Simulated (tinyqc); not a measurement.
What moves the results: delta-doped layer in the Thomas-Fermi potential. A value that a table varies takes the place of the one given here.

All donors ionised in the plane z = 0, zero temperature, energies from the Fermi level EF of the Thomas-Fermi model, which lies at the bulk band edge; c = hbar^2/2m0, q = e^2/(4 pi eps0). Layer in a (001) plane: two valleys with m_z = ml, m_d = mt (unprimed) and four with m_z = mt, m_d = sqrt(ml mt) (primed); m3 = (ml mt^2)^(1/3), gv = 6. With n = (gv/3 pi^2)(m3 (-V)/c)^(3/2) and V'' = -(4 pi q/eps) n for z > 0, the solution is V = -b/(|z| + z0)^4 with sqrt(b) = 20/K, K = (4 pi q/eps)(gv/3 pi^2)(m3/c)^(3/2), and z0^5 = 4b/(e F0), e F0 = 2 pi q N/eps; 1e13/cm^2 = 1e-3/angstrom^2. Exchange and correlation are left out.

Subbands solve -(c/m_z) psi'' + V psi = E psi on 1280 points of spacing z0/80; up to ten levels for each group, kept if bound with an rms width below 2.5 z0.

Constants: hbar^2/2m0 = 3.80998211 eV angstrom^2; e^2/(4 pi eps0) = 14.39964547 eV angstrom.

Values chosen for the exercise (near those of a delta-doped layer in Si; shifted at random, so the results belong to these values and not to a real crystal): ml = 0.906 m0 (longitudinal mass); mt = 0.186 m0 (transverse mass); eps = 11.4 (dielectric constant); Nl = (0.99, 2, 4, 6.9, 12, 20, 32) x 1e13/cm^2 (sheet densities); N = 9.9 x 1e13/cm^2 (donor sheet density).

## Doping density

The well, the lowest level and the filling anew; at zero temperature n_i = g m_d (mu - E_i)/(2 pi c), with mu fixed by sum n_i = N.

Results:
```
N (1e13/cm^2)  z0 (angstrom)  depth (eV)  lowest (eV)  next - lowest (eV)  occupied  share of lowest (%)
0.99                    32.2      0.0633      -0.0220              0.0113         2                 33.0
2.0                     28.0      0.1111      -0.0424              0.0206         3                 31.5
4.0                     24.4      0.1934      -0.0805              0.0368         3                 29.8
6.9                     21.9      0.2992      -0.1325              0.0575         3                 28.6
12                      19.6      0.4658      -0.2188              0.0901         3                 27.3
20                      17.7      0.7009      -0.3463              0.1355         4                 26.1
32                      16.1      1.0208      -0.5268              0.1964         4                 25.0
```

How do the results move?

The depth grows as N^(4/5) and z0 shrinks as N^(-1/5): factors 16.1 and 2.00 for 32 times the doping. The lowest level deepens faster, with exponent 0.91, since the zero-point energy takes a smaller share of a deeper well (65 % falling to 48 %). The number of occupied subbands is 2 in the first row and 4 in the last. Depths beyond about 0.5 eV stretch parabolic valleys past their range. Up to N = 0.99 the donor spacing exceeds 1.5 Bohr radii (one radius, a0 eps/m with the density-of-states mass, is 19 angstrom), where a uniform sheet is a crude picture of discrete donors (beyond about three radii electrons stay on single donors).

## What each parameter does

z0, depth, lowest level and its rms width. Each row changes one parameter from the base and keeps the others.

Results:
```
case                  z0 (angstrom)  depth (eV)  lowest (eV)  rms z (angstrom)
base                          20.33      0.3993      -0.1839              4.92
N = 15.8 x 1e13/cm^2          18.52      0.5804      -0.2803              4.10
eps = 10.3                    19.13      0.4159      -0.1875              4.82
ml = 1.042 m0                 19.77      0.3883      -0.1815              4.66
mt = 0.158 m0                 21.70      0.4263      -0.2063              4.78
```

What does this show?

The largest shifts from the base row, up to three for each result and ties (the steps differ in size, so this ranks the rows, not the parameters). z0 (angstrom): N -1.81, mt +1.37, eps -1.20. depth (eV): N +0.1811, mt +0.0269, eps +0.0165. lowest (eV): N -0.0964, mt -0.0224, eps -0.0035. rms z (angstrom): N -0.82, ml -0.26, mt -0.14.

Run: tinyqc, `OMP_NUM_THREADS=1 python tinyqc.py 1280181 1280182 out.jsonl`; Intel(R) Xeon(R) Processor @ 2.30GHz, one thread, shared host; about 0.2 s of CPU time with all checks.
